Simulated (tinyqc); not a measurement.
Levels against field: parabolic quantum dot in a magnetic field (Fock-Darwin).

Two dimensions, V = m w0^2 r^2/2, one valley. hbar wc = 2 muB B/m, W = sqrt(w0^2 + wc^2/4), E(n, l, s) = (2n + |l| + 1) hbar W - l hbar wc/2 + s gs muB B, n = 0, 1, ..., l = 0, +/-1, ..., s = +/-1/2; length lam = sqrt(2c/(m hbar W)), c = hbar^2/2m0.

Constants: muB = 5.788381798e-05 eV/T; hbar^2/2m0 = 3.80998211 eV angstrom^2.

Inputs chosen for the exercise (near those of a gate-defined dot in Si; not measured data):
```
symbol  value                                unit  meaning
m       0.1824                               m0    mass
gs      1.97                                       g factor
w0      1.1                                  meV   confinement energy hbar w0
Bs      (0, 0.43, 0.87, 1.4, 2.1, 3.1, 4.5)  T     fields
```

Six orbital levels without the Zeeman term.

Levels (meV):
```
B (T)  (0,0)  (0,1)  (0,-1)  (0,2)  (1,0)  (0,3)
0      1.100  2.200   2.200  3.300  3.300  4.400
0.43   1.108  2.080   2.353  3.052  3.325  4.024
0.87   1.134  1.992   2.544  2.850  3.402  3.708
1.4    1.186  1.928   2.817  2.670  3.559  3.412
2.1    1.286  1.906   3.239  2.526  3.858  3.145
3.1    1.476  1.968   3.935  2.460  4.427  2.952
4.5    1.803  2.177   5.033  2.552  5.408  2.926
```

(0,2) crosses (0,-1) where W = 3 wc/2, that is wc = w0/sqrt(2), B = 1.23 T, and (0,3) crosses it at W = wc, B = 2.00 T. States with n = 0 and l >= 0 draw together into the lowest Landau level: their spacing W - wc/2 shrinks from 1.10 to 0.37 meV, while (0,-1) climbs to 3.23 meV above (0,0).

(tinyqc, `OMP_NUM_THREADS=1 python tinyqc.py 1281202 1281203 out.jsonl`, Intel(R) Xeon(R) Processor @ 2.30GHz, 1 thread, shared host, about 0.1 s.)
